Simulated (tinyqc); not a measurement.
Inside a calculation. Model: threshold-voltage variability of a planar MOSFET, analytic estimates.

Computed by the program tinyqc: `OMP_NUM_THREADS=1 python tinyqc.py 2090135 2090136 out.jsonl`, one thread of a shared Intel Xeon 2.30GHz, about 0.01 s for the whole run. Printed values are rounded.

Three independent sources add in quadrature: random dopants in the depleted layer, metal-gate grains of two orientations, and roughness of the two gate edges acting through the roll-off VT = VT(long) - Vr exp(-L/l). These are first-order estimates: no three-dimensional electrostatics, no percolation.

Inputs (values chosen for the exercise); material values close to those of silicon:
```
symbol,value,unit,meaning
T,350,K,temperature
Eg,1.12,eV,band gap
eps_r,11.6,,relative permittivity of the semiconductor
Nc,3.57e19,cm^-3,conduction-band density of states at T
Nv,3.39e19,cm^-3,valence-band density of states at T
Na,1.9e18,cm^-3,channel doping
ti,1.9,nm,oxide-equivalent thickness in inversion
L,20,nm,gate length
W,61,nm,gate width
G,4,nm,metal grain size
dW,0.15,eV,work-function difference of the two grain orientations
p,0.3,,share of the orientation of higher work function
De,0.5,nm,rms roughness of one gate edge
La,30,nm,correlation length of the roughness
l,4.5,nm,decay length of the threshold roll-off
Vr,2,V,prefactor of the roll-off
n,1.36,,subthreshold factor
gI,15,1/V,gm/I of a matched pair
sb,2.3,%,spread of the gain factor of one device
Nb,1048576,,number of cells
Y,0.99,,wanted yield
```

Constants: q = 1.602176634e-19 C, kB = 1.380649e-23 J/K, Vt = kB T/q, eps0 = 8.8541878128e-14 F/cm where lengths are in cm. Results are converted to the units shown.

Range of the model: The depletion depth exceeds L, so source and drain share much of the charge and the dopant estimate is rough. gI s exceeds 0.2, so the linear formula for the current mismatch is only a rough guide.

## Random dopants

ni = sqrt(Nc Nv) exp(-Eg/(2 Vt)), Eg in volts; Cox = 3.9 eps0/ti; Wd = sqrt(4 eps0 eps_r Vt ln(Na/ni)/(q Na)); dopants: s1 = (q/Cox) sqrt(Na Wd/(3 L W)). The slope A1 = s1 sqrt(L W); mean number of dopants Na L W Wd.

Cox = 1.81744 uF/cm^2
Wd = 25.2473 nm
mean number of dopants = 58.5232
A1 = 1.11474 mV um
s1 = 31.9150 mV

Counting alone, 1/sqrt(N) of the depletion voltage q Na Wd/Cox = 423 mV, would give sqrt(3) times more: dopants deep in the layer act less on the surface.

## Metal grains and edge roughness

Grains: Ng = L W/G^2 (at least 1), s2 = dW sqrt(p (1 - p)/Ng). Edges, with exponential correlation and u = W/La: the mean gate length has sL^2 = 2 De^2 (2/u)[1 - (1 - exp(-u))/u]; s3 = sL (Vr/l) exp(-L/l).

Ng = 76.25
s2 = 7.87193 mV
sL = 0.530654 nm
dVT/dL = 5.21939 mV/nm
s3 = 2.76969 mV

## Total spread, mismatch and leakage

s = sqrt(s1^2 + s2^2 + s3^2). For a pair: s(dVT) = sqrt(2) s; current mismatch sqrt(2) sqrt((gI s)^2 + sb^2); input offset = current mismatch/gI. For a Gaussian VT the off current is log-normal with mean/median = exp(s^2/(2 (n Vt)^2)).

s = 32.9879 mV
s(dVT) = 46.6520 mV
current mismatch = 70.0535 %
input offset = 46.7023 mV
mean/median of Ioff = 1.38180

The dopants give 93.6 % of the variance; without them s would be 8.34 mV. A current mismatch this large is beyond the linear estimate.

## Iteration 1: margin in standard deviations for the wanted yield

k at the start = 2

Cells fail independently with probability Q(k) = erfc(k/sqrt(2))/2 when the margin is k standard deviations, and Y = exp(-Nb Q(k)). phi = exp(-k^2/2)/sqrt(2 pi). Newton steps on ln Q(k) = ln(-ln(Y)/Nb): k(new) = k + [ln Q - ln(-ln(Y)/Nb)] Q/phi.

Q(k) = 0.0227501
phi = 0.0539910
k after iteration 1 = 8.18566

## Iteration 2: margin in standard deviations for the wanted yield

As before.

Q(k) = 1.35406e-16
phi = 1.12447e-15
k after iteration 2 = 6.00909

## Course of the iteration: margin in standard deviations for the wanted yield

Stop when k changes by less than 1e-9, or after 30 iterations.

Course of the iteration:
```
iteration,k,|change|
1,8.18566,6.19
2,6.00909,2.18
3,5.63134,0.378
4,5.61935,0.0120
5,5.61933,1.21e-5
6,5.61933,1.23e-11
```

Converged in 6 iterations. At the end the number of correct digits about doubles with each step. With s(dVT) = 46.7 mV, 5.62 standard deviations are 262 mV.
